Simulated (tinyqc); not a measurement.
Pump-down curve: gas flow in a process chamber: flow regimes, conductance, effective pumping speed, pump-down, outgassing and purge. Computed by tinyqc, a small Python program. Command: `OMP_NUM_THREADS=1 python tinyqc.py 3121546 3121547 out.jsonl pump walk`. One thread of a shared host (Intel(R) Xeon(R) Processor @ 2.30GHz), about 0.09 s of CPU time with the checks.

Ideal gas, isothermal flow, a pump of constant speed at the end of a round pipe; process gas, volume gas and outgassing are given the same properties. 1 sccm = 101325 Pa x 1e-6 m^3/60 s x T/273.15 K.

Inputs (values chosen for the exercise, modelled on oxygen near room temperature):
```
quantity                     value            unit
molar mass M                    32           g/mol
molecular diameter            0.36              nm
viscosity eta                 20.6   micropascal s
temperature T                  300               K
chamber volume V                35               L
wall area                      3.3             m^2
pipe diameter d                 25              cm
pipe length l                   96              cm
pump speed S                   960             L/s
outgassing rate after 1 h  1.3e-06  Pa m^3/(s m^2)
outgassing exponent n         0.84               -
starting pressure p0           110              Pa
```

Constants: k_B = 1.380649e-23 J/K; u = 1.6605390666e-27 kg.

Method:
- Mean speed c = sqrt(8 k_B T/(pi m)); aperture conductance C_a = c pi d^2/16; molecular pipe C_m = C_a/(1 + 3 l/(4 d)) (Dushman form); viscous pipe C_v = pi d^4 p_mean/(128 eta l); Knudsen interpolation C = C_v + C_m (1 + x)/(1 + 1.24 x), x = d p_mean sqrt(m/(k_B T))/eta.
- Effective speed 1/S_eff = 1/S + 1/C_m; time constant V/S_eff; pressure at which the free path k_B T/(sqrt2 pi d_m^2 p) equals d.
- Pump-down: V dp/dt = -S_eff(p) p + q(t) A, with S_eff = S p_2/p, where p_2 solves C((p + p_2)/2) (p - p_2) = S p_2 at each moment, and q(t) = q_1 (1 h/(t + 10 s))^n; integrated adaptively. At long times p = q(t) A/S_eff.
- S_eff(p) is tabulated at 260 pressures and interpolated in ln p. Comparison columns: p0 exp(-t/time constant) with the molecular S_eff (0 below 1e-26 p0), and the outgassing limit.

time constant = 0.0612964 s

S_eff in molecular flow = 570.996 L/s

Pressure against time:
```
t (s)       p (Pa)  S_eff (L/s)  volume gas only (Pa)  outgassing limit (Pa)
0.3     9.2035e-02       593.11            8.2384e-01             1.0288e-03
1       9.8126e-04       569.80            9.0413e-06             9.7353e-04
3       8.5102e-04       569.95            6.1082e-20             8.4607e-04
10      5.9148e-04       570.26                     0             5.8919e-04
30      3.2981e-04       570.58                     0             3.2915e-04
100     1.4083e-04       570.82                     0             1.4072e-04
300     5.8953e-05       570.92                     0             5.8935e-05
1000    2.1854e-05       570.97                     0             2.1852e-05
3600    7.4959e-06       570.99                     0             7.4957e-06
20000   1.7786e-06       570.99                     0             1.7786e-06
100000  4.6034e-07       571.00                     0             4.6034e-07
```

What does the comparison show, and why?

From t = 1 s on the pressure is within 20 % of the outgassing limit, which falls only as (t + 10 s)^-0.84: walls, not volume, set the time to base pressure.
